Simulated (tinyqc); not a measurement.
Inputs raised by 5 %, one at a time: charge control and current of a heterostructure field-effect transistor. Computed by tinyqc, a small Python program. Command: `OMP_NUM_THREADS=1 python tinyqc.py 3012741 3012742 out.jsonl hemt sens`. One thread of a shared host (Intel(R) Xeon(R) Processor @ 2.30GHz), about 0.01 s of CPU time with the checks.

Two subbands in a triangular well; E_F is counted from the conduction band edge of the channel at the interface.

Inputs (values chosen for the exercise, modelled on AlGaN/GaN): channel mass m = 0.2 m_0; permittivity eps (barrier and channel) = 9.27; barrier thickness d = 18 nm; Schottky barrier phi_B = 1.2 eV; conduction band offset dE_c = 0.5 eV; polarisation charge sigma/e = 1.8e+13 1/cm^2; gate voltage V_G = 0 V; mobility mu = 1400 cm^2/(V s); saturation velocity v_s = 1.3 1e7 cm/s; gate length L = 150 nm; source resistance R_S = 0 ohm mm; temperature T = 300 K; mixing = 0.5; iteration cap = 200.

Charge source: polarisation. Velocity law: smooth.

Constants: e = 1.602176634e-19 C; eps_0 = 8.8541878128e-12 F/m; k_B = 8.617333262e-05 eV/K; hbar = 1.054571817e-34 J s; m_0 = 9.1093837015e-31 kg; k_B = 1.380649e-23 J/K.

Method:
- Threshold V_T = phi_B - dE_c - sigma d/(eps eps_0) (in volts); C_b = eps eps_0/d.
- Charge control: n_s = C_b (V_G - V_T - E_F/e)/e. Well: mean field F = e n_s/(2 eps eps_0), E_i = (hbar^2/2m)^(1/3) [(3 pi e F/2)(i + 3/4)]^(2/3), i = 0, 1; n_s = D k_B T sum_i ln(1 + exp((E_F - E_i)/k_B T)), D = m/(pi hbar^2), which is solved in closed form for E_F.
- Iteration from n_s = C_b (V_G - V_T)/(2e): E_F from n_s, n_out from the charge control, n_new = n_s + mixing (n_out - n_s), kept above n_s/10; stop when |n_out/n_s - 1| < 1e-9.
- C_g = e dn_s/dV_G = 1/(1/C_b + 1/C_q), 1/C_q = d(E_F/e)/d(e n_s) by a central difference of +/- 0.1 % in n_s; added distance dd = eps eps_0/C_q.
- With V = e n_s/C_g and V_c = v_s L/mu: for v = mu F/(1 + mu F/v_s), V_Dsat = V_c (sqrt(1 + 2V/V_c) - 1) and I/W = C_g v_s (V - V_Dsat); g_m = dI/dV; extrinsic g_m/(1 + g_m R_S); f_T = g_m/(2 pi C_g L).

Runs; columns: (1) input moved; (2) from; (3) to; (4) sheet density n_s (1/cm^2); (5) saturation current I/W (mA/mm); (6) extrinsic g_m (mS/mm); (7) intrinsic f_T (GHz):
```
(1)                                  (2)    (3)         (4)     (5)     (6)     (7)
base run                               -      -  1.4485e+13  2410.3  486.80  122.52
channel mass m (m_0)                 0.2   0.21  1.4522e+13  2416.5  487.90  122.52
barrier thickness d (nm)              18   18.9  1.4640e+13  2451.1  466.96  122.94
Schottky barrier phi_B (eV)          1.2   1.26  1.4327e+13  2381.1  486.40  122.43
conduction band offset dE_c (eV)     0.5  0.525  1.4550e+13  2422.4  486.97  122.55
mobility mu (cm^2/(V s))            1400   1470  1.4485e+13  2423.3  488.26  122.88
saturation velocity v_s (1e7 cm/s)   1.3  1.365  1.4485e+13  2516.9  509.58  128.25
gate length L (nm)                   150  157.5  1.4485e+13  2397.0  485.31  116.32
```

Exponents ln(y'/y) / ln(x'/x):
```
input                        sheet density n_s  saturation current I/W  extrinsic g_m  intrinsic f_T
channel mass m                           0.052                   0.053          0.046          0.000
barrier thickness d                      0.219                   0.345         -0.853          0.070
Schottky barrier phi_B                  -0.225                  -0.249         -0.017         -0.014
conduction band offset dE_c              0.093                   0.103          0.007          0.006
mobility mu                              0.000                   0.110          0.061          0.061
saturation velocity v_s                  0.000                   0.887          0.937          0.937
gate length L                            0.000                  -0.113         -0.063         -1.063
```

Which inputs matter most for each result?

Among the inputs moved here: sheet density n_s answers most in size to Schottky barrier phi_B (exponent -0.225), next to barrier thickness d (+0.219); its exponent is below 0.0005 for mobility mu, saturation velocity v_s, gate length L. saturation current I/W answers most in size to saturation velocity v_s (exponent +0.887), next to barrier thickness d (+0.345). Extrinsic g_m answers most in size to saturation velocity v_s (exponent +0.937), next to barrier thickness d (-0.853). Intrinsic f_T answers most in size to gate length L (exponent -1.063), next to saturation velocity v_s (+0.937); its exponent is below 0.0005 for channel mass m.

Caution (all rows): E_F lies above the conduction band minimum of the barrier, so electrons would spill into the barrier.

Extremes, crossings and ranges named in words are read from the listed rows.
